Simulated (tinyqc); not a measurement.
Landau-Devonshire theory of a uniaxial ferroelectric: one step, computed by the program tinyqc. Command: `OMP_NUM_THREADS=1 python tinyqc.py 3017305 3017306 out.jsonl ferro walk`. One thread of a shared host (Intel(R) Xeon(R) Processor @ 2.30GHz), about 0.01 s of CPU time with the checks.

G(P) = (alpha/2) P^2 + (beta*/4) P^4 + (gamma/6) P^6 - E P per volume, SI units, one domain, P along the polar axis, which is normal to the film.

Question. Coefficients at T. alpha = alpha_0 (T - T0*), with clamping: T0* = T0 + 4 Q12 u_m/(alpha_0 (s11 + s12)), beta* = beta + 4 Q12^2/(s11 + s12).

Inputs (values chosen for the exercise, modelled on lead titanate): alpha_0 = 750000 J m/(C^2 K); Curie-Weiss temperature T0 = 752 K; beta = -2.79e+08 J m^5/C^4; temperature T = 659 K; misfit strain u_m = -0.016; electrostriction Q12 = -0.026 m^4/C^2; compliance s11 + s12 = 5.5e-12 m^2/N.

Sample: epitaxial film.

Give: T0*; alpha; beta*.

Answer.

T0* = 1155.4 K

alpha = -3.7230e+08 J m/C^2

beta* = 2.1264e+08 J m^5/C^4

Compression raises T0 by 403 K. beta* > 0: the transition is of second order, although the free crystal has a first-order one.
